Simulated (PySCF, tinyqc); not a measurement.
CCD on RHF in the sto-3g basis, for H4, spin multiplicity 1, step by step. The lowest restricted solution is unstable here: a spin-polarised one lies 0.0550 hartree lower (PySCF). One step of it, computed by the program tinyqc.

Problem. CCD: starting amplitudes. t_ij^ab = <ij||ab> / (e_i + e_j - e_a - e_b), whose energy is MP2.

orbital energies (hartree): MO1 -0.614689, MO2 -0.298670, MO3 0.170654, MO4 0.825020

Two-electron integrals over orbitals (pq|rs), unique and non-zero (hartree):
```
(11|11) 0.531512    (21|21) 0.115433    (22|11) 0.396711    (22|22) 0.437158
(31|11) -0.105835   (31|22) 0.024394    (31|31) 0.097647    (32|21) 0.108777
(32|32) 0.182368    (33|11) 0.412272    (33|22) 0.436485    (33|31) 0.010539
(33|33) 0.451423    (41|21) 0.055030    (41|32) -0.030021   (41|41) 0.114444
(42|11) 0.098892    (42|22) -0.016881   (42|31) -0.086242   (42|33) -0.018212
(42|42) 0.091602    (43|21) -0.111641   (43|32) -0.111973   (43|41) -0.053925
(43|43) 0.122448    (44|11) 0.554913    (44|22) 0.424470    (44|31) -0.107156
(44|33) 0.440678    (44|42) 0.107682    (44|44) 0.612156
```

Give: Starting amplitudes; correlation energy.

Solution.

Starting amplitudes (spin orbitals 1a, 1b, ...; amplitudes related by a flip of all spins are not repeated):

| from | to | t |
|---|---|---|
| 2a 2b | 3a 3b | -0.1943 |
| 1a 1b | 3a 3b | -0.0622 |
| 1a 2b | 3a 4b | 0.0452 |
| 2a 2b | 4a 4b | -0.0408 |
| 1a 1b | 4a 4b | -0.0397 |
| 1a 2a | 3a 4a | 0.0294 |
| 1a 2b | 3b 4a | -0.0157 |

correlation energy = -0.061832 hartree
